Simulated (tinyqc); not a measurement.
Worked calculation: polytypes and stacking faults of a tetrahedral semiconductor in an axial Ising model with couplings up to third neighbours. Computed by tinyqc, a small Python program that keeps every step. Command: `OMP_NUM_THREADS=1 python tinyqc.py 3018835 3018836 out.jsonl polytype walk`. One thread of a shared host (Intel(R) Xeon(R) Processor @ 2.30GHz), about 0.01 s of CPU time with the checks. Intermediate numbers are printed to about 7 digits and carried at full precision; extremes and crossings named in words are read from the listed rows.

Each double layer has s = +1 or -1 for the sense of its stacking step; E per pair of atoms = E0 - sum_n J_n <s_i s_(i+n)>, n = 1, 2, 3. Hexagonality h = (1 - <s_i s_(i+1)>)/2.

Inputs (values chosen for the exercise, of the order of those of ZnS for J, a, G and the gaps):

| quantity | value | unit |
|---|---|---|
| J1 | 1.79 | meV/pair |
| J2 | -0.0765 | meV/pair |
| J3 | 0.05 | meV/pair |
| basal lattice constant a | 3.82 | angstrom |
| shear modulus G | 31.8 | GPa |
| Poisson ratio nu | 0.29 | - |
| gap of 3C | 3.72 | eV |
| gap of 4H | 3.8 | eV |
| binding energy of the fault level E_b | 0.12 | eV |
| in-plane mass m | 0.46 | m0 |
| effective density of states N_c at 300 K | 2.1e+19 | 1/cm^3 |
| electron density n | 7.7e+17 | 1/cm^3 |
| temperature T | 800 | K |

Host polytype: 3C.

Constants: 1 eV/angstrom^2 = 16.02176634 J/m^2; m_0 = 9.1093837015e-31 kg; hbar = 1.054571817e-34 J s; k_B = 1.380649e-23 J/K; k_B = 8.617333262e-05 eV/K.

## Energies of the polytypes

correlations of the repeat units 3C (+), 2H (+-), 4H (++--), 6H (+++---), 15R (+++--), 8H (++++----), 21R (++++---), 9R (++-):
```
         n = 1      n = 2      n = 3
3C    1.000000   1.000000   1.000000
2H   -1.000000   1.000000  -1.000000
4H    0.000000  -1.000000   0.000000
6H    0.333333  -0.333333  -1.000000
15R   0.200000  -0.600000  -0.600000
8H    0.500000   0.000000  -0.500000
21R   0.428571  -0.142857  -0.714286
9R   -0.333333  -0.333333   1.000000
```

E - E(3C) = sum_n J_n (1 - C_n), C_n = <s_i s_(i+n)>. The gap is taken linear in h between 3C (h = 0) and 4H (h = 1/2), a rough rule, with a dash beyond.

Polytypes:

| polytype | h | E - E(3C) (meV/pair) | gap by the linear rule (eV) |
|---|---|---|---|
| 3C | 0.000000 | 0.000000 | 3.720000 |
| 2H | 1.000000 | 3.680000 | - |
| 4H | 0.500000 | 1.687000 | 3.800000 |
| 6H | 0.333333 | 1.191333 | 3.773333 |
| 15R | 0.400000 | 1.389600 | 3.784000 |
| 8H | 0.250000 | 0.893500 | 3.760000 |
| 21R | 0.285714 | 1.021143 | 3.765714 |
| 9R | 0.666667 | 2.284667 | - |

E(2H) - E(3C) = 3.68 meV/pair

E(4H) - E(3C) = 1.687 meV/pair

E(6H) - E(3C) = 1.191333 meV/pair

The lowest is 3C, 0.893 meV/pair below 8H. J1/|J2| = 23.40: for J3 = 0 and J2 < 0 the ground state is 2H below -2, 4H between -2 and 2, and 3C above 2; at 2 itself all periods with bands of two or more layers are degenerate. Four or more polytypes lie within 1.5 meV/pair, so small a spread that growth kinetics and seeds can decide.

## Back from three energies to J1, J2, J3

With d2, d4, d6 the energies of 2H, 4H, 6H over 3C: d2 = 2 J1 + 2 J3, d4 = J1 + 2 J2 + J3, d6 = (2/3) J1 + (4/3) J2 + 2 J3, so J2 = (d4 - d2/2)/2, J3 = (3/4)(d6 - (2/3) d4), J1 = d2/2 - J3.

J1 recovered = 1.79 meV/pair

J2 recovered = -0.0765 meV/pair

J3 recovered = 0.05000000 meV/pair

## Stacking-fault energies

fault coefficients k_n:
```
               J1  J2  J3
intrinsic       4   4   4
extrinsic       4   8   8
twin boundary   2   4   6
```

Faults in 3C: the sequences intrinsic (-), extrinsic (--), twin boundary (+ turns to -) are put between perfect repeats; k_n = (layers x C_n of the host) - sum_i s_i s_(i+n). gamma = sum k_n J_n/A, A = (sqrt 3/2) a^2; 1 meV/angstrom^2 = 16.02177 mJ/m^2.

gamma (mJ/m^2): intrinsic 8.943108, extrinsic 8.808721, twin boundary 4.531141

energy of the glide fault, intrinsic = 8.943108 mJ/m^2

The cheapest is the twin boundary fault.

## Splitting of a basal screw dislocation

Screw line, bounded by the intrinsic fault of energy gamma: b = a, partials b_p = a/sqrt 3; d = G b_p^2 (2 - 3 nu)/(8 pi gamma (1 - nu)). One partial is driven off by the shear stress gamma/b_p along its Burgers vector.

splitting width d = 10.95278 nm

stress to open the fault = 40.54952 MPa

## Electronic energy gained by the fault

The fault binds electrons in a two-dimensional band E_b below the conduction edge, g2 = m m0/(pi hbar^2) for one valley. With the Fermi level held by the bulk, eta = ln[n/N_c(T)], N_c(T) = N_c (T/300)^1.5, the grand potential falls by g2 (k_B T)^2 F1(x), x = eta + E_b/(k_B T), F1(x) = integral from 0 to infinity of ln(1 + exp(x - t)) dt; sheet density g2 k_B T ln(1 + e^x). Band bending by the trapped charge is left out, so the gain is an upper bound. Net fault energy = gamma of the intrinsic fault less the electronic gain.

x = -3.036453

sheet density = 6.211286e+11 1/cm^2

electronic gain = 0.06941323 mJ/m^2

net fault energy = 8.873695 mJ/m^2

The gain offsets 0.78 % of the fault energy.

## Gain against electron density

The formulas are those given above.

At T:

| n (1/cm^3) | x | sheet density (1/cm^2) | gain (mJ/m^2) | gain/gamma | gain/gamma at T + 200 K |
|---|---|---|---|---|---|
| 1.00e+14 | -11.98543 | 8.258685e+07 | 9.121890e-06 | 1.019991e-06 | 8.051158e-07 |
| 1.00e+15 | -9.68284 | 8.258453e+08 | 9.121762e-05 | 1.019977e-05 | 8.051101e-06 |
| 1.00e+16 | -7.38026 | 8.256137e+09 | 9.120483e-04 | 1.019834e-04 | 8.050530e-05 |
| 1.00e+17 | -5.07767 | 8.233073e+10 | 9.107726e-03 | 1.018407e-03 | 8.044834e-04 |
| 1.00e+18 | -2.77509 | 8.011493e+11 | 8.983537e-02 | 1.004521e-02 | 7.988644e-03 |
| 5.00e+18 | -1.16565 | 3.594432e+12 | 4.247544e-01 | 4.749517e-02 | 3.877300e-02 |
| 2.00e+19 | 0.22064 | 1.072401e+13 | 1.445634e+00 | 1.616479e-01 | 1.409594e-01 |

For x well below 0 the gain is k_B T times the sheet density and linear in n; for x well above 0 the well fills and the gain grows only about as x^2. It stays below the fault energy in all rows; 200 K more changes it by a factor 0.79 at 1e16.

Checks made by the program: the recovered constants (relative difference below 1e-10).
